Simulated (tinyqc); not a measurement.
Fermi level and growth conditions: formation energy of a charged point defect from supercell energies. Computed by tinyqc, a small Python program. Command: `OMP_NUM_THREADS=1 python tinyqc.py 3003871 3003872 out.jsonl formation walk`. One thread of a shared host (Intel(R) Xeon(R) Processor @ 2.30GHz), about 0.01 s of CPU time with the checks.

The host is a compound AB. Making the defect adds n_A = 0, n_B = -1 atoms to the cell. All total energies are inputs. E_F is counted from the valence-band maximum (VBM); x = 0 is A-rich and x = 1 B-rich growth.

Inputs (values chosen for the exercise, with gap and screening modelled on ZnO):
```
quantity                      value      unit
gap E_g                        3.41        eV
E_VBM of the host cell        6.209        eV
potential alignment dV        0.032        eV
dielectric constant eps        8.44         -
cell length L                  12.2  angstrom
mu_B of the pure element     -6.028        eV
formation enthalpy dH of AB   -2.06        eV
growth condition x             0.36         -
```

Defect: vacancy of B. Supercell lattice: bcc.

charge states q: 3  2  1  0

E(defect, q) - E(host), in the order of q (eV): -13.199  -5.388  3.32  10.966

Constants: e^2/(4 pi eps_0) = 14.39964548 eV angstrom.

Method:
- dmu_A = x dH and dmu_B = (1 - x) dH, so that dmu_A + dmu_B = dH; mu = mu(element) + dmu.
- The reservoir term is sum n_i mu_i.
- Image-charge correction of a point charge in a neutralising background: E_corr = q^2 alpha e^2/(4 pi eps_0) / (2 eps L), alpha = 2.888462 for a bcc array with L the cube root of the volume.
- E_f(q, E_F) = [E(defect, q) - E(host)] - sum n_i mu_i + q (E_VBM + dV + E_F) + E_corr(q).
- Each entry is the lowest E_f over q.

E_f(q, 0) (eV): (q=+3) -0.00467, (q=+2) 0.55548, (q=+1) 2.41657, (q=0) 3.61960

sum n_i mu_i = 7.3464 eV

Lowest formation energy (eV):
```
E_F (eV)  stable q  A-rich, x = 0  x = 0.5  B-rich, x = 1
0.000           +3        -0.7463   0.2837         1.3137
0.426           +3         0.5317   1.5617         2.5917
0.852           +2         1.5179   2.5479         3.5779
1.279           +2         2.3719   3.4019         4.4319
1.705            0         2.8780   3.9080         4.9380
2.131            0         2.8780   3.9080         4.9380
2.558            0         2.8780   3.9080         4.9380
2.984            0         2.8780   3.9080         4.9380
3.410            0         2.8780   3.9080         4.9380
```

What follows from these numbers?

Going from A-rich to B-rich growth shifts every line by +2.060 eV and moves no transition level. The slope of the envelope is the stable charge, so E_f is highest in the rows from E_F = 1.71 to 3.41 eV, where the neutral state is stable: the defect forms most easily in p-type material. Under A-rich growth E_f turns negative for part of the gap, so in equilibrium E_F cannot enter that part. Caution: the largest image-charge correction in these energies, q^2 alpha e^2/(8 pi eps_0 eps L) with alpha = 2.888462, exceeds a quarter of the gap; the point-charge term alone is then a rough estimate, usually too large for a charge that is spread out. Caution: E_f at E_F = 0 is negative for at least one charge state, so in equilibrium E_F cannot reach the valence-band maximum.

Extremes, crossings and ranges named in words are read from the listed rows.
